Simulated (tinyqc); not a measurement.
Ratio and sensitivities against delay: time-domain thermoreflectance: layered heat flow under a modulated pulse train, and what the signal ratio measures. Computed by tinyqc, a small Python program. Command: `OMP_NUM_THREADS=1 python tinyqc.py 3114202 3114203 out.jsonl tdtr walk`. One thread of a shared host (Intel(R) Xeon(R) Processor @ 2.30GHz), about 0.2 s of CPU time with the checks.

Pulses repeat at 80 MHz; heat is laid down at the surface, all layers are isotropic, and the film is in perfect contact with the substrate.

Inputs (values chosen for the exercise, modelled on aluminium on GaAs):
```
quantity                                value        unit
metal thickness d                          98          nm
metal conductivity                        190     W/(m K)
metal heat capacity                      2.42  MJ/(m^3 K)
boundary conductance G under the metal     81  MW/(m^2 K)
film thickness                              7          nm
film conductivity                        0.57     W/(m K)
film heat capacity                        2.4  MJ/(m^3 K)
substrate conductivity kappa             47.1     W/(m K)
substrate heat capacity C                1.71  MJ/(m^3 K)
modulation frequency f                      2         MHz
spot radius w (1/e^2, pump and probe)      22  micrometre
```

Stack: metal, film, substrate.

Method:
- For radial wave number k and angular frequency W each layer has u = sqrt(4 pi^2 k^2 + i W C/kappa) and gamma = kappa u. Surface impedance from below: Z = 1/gamma for the substrate; a layer of thickness L maps Z to (Z + tanh(u L)/gamma)/(1 + gamma Z tanh(u L)); a boundary adds 1/G.
- Response per absorbed watt H(W) = 2 pi int_0^(2/w) Z(k, W) exp(-pi^2 k^2 w^2) k dk by 20 Gauss-Legendre points.
- Signal: X + iY = sum_(m = -M..M) H(2 pi (f + m f_r)) exp(i 2 pi m f_r t) exp(-pi (m/M)^2 x 4), f_r = 80 MHz, M = 4000, with H(-W) the complex conjugate of H(W); V_in = X, V_out = Y, ratio = -V_in/V_out.
- Sensitivity S = ln(ratio'/ratio)/ln(1.01) for a rise of one input by 1 %.

Ratio and sensitivities:
```
t (ps)   ratio  S to kappa    S to G    S to d   S to C     S to w  S to film conductivity
100     2.9208     0.37826  -0.00548  -0.71253  0.36256  -0.036837                 0.00070
200     2.8700     0.37628  -0.01307  -0.70331  0.36051  -0.036732                -0.00447
400     2.7826     0.37235  -0.02509  -0.67121  0.35647  -0.036529                -0.01601
800     2.6253     0.36417  -0.04623  -0.61174  0.34805  -0.036171                -0.03751
1500    2.3880     0.34979  -0.07746  -0.51914  0.33321  -0.035690                -0.06960
2500    2.1099     0.32988  -0.11336  -0.40572  0.31258  -0.035269                -0.10674
4000    1.7852     0.30191  -0.15386  -0.26628  0.28338  -0.035112                -0.14891
```

The largest sensitivity in size at 100 ps is to d (-0.71). kappa and C enter almost alike, through the effusivity. At 400 ps an error of 3 % in d passes on as 5 % in kappa.

Extremes, crossings and ranges named in words are read from the listed rows.
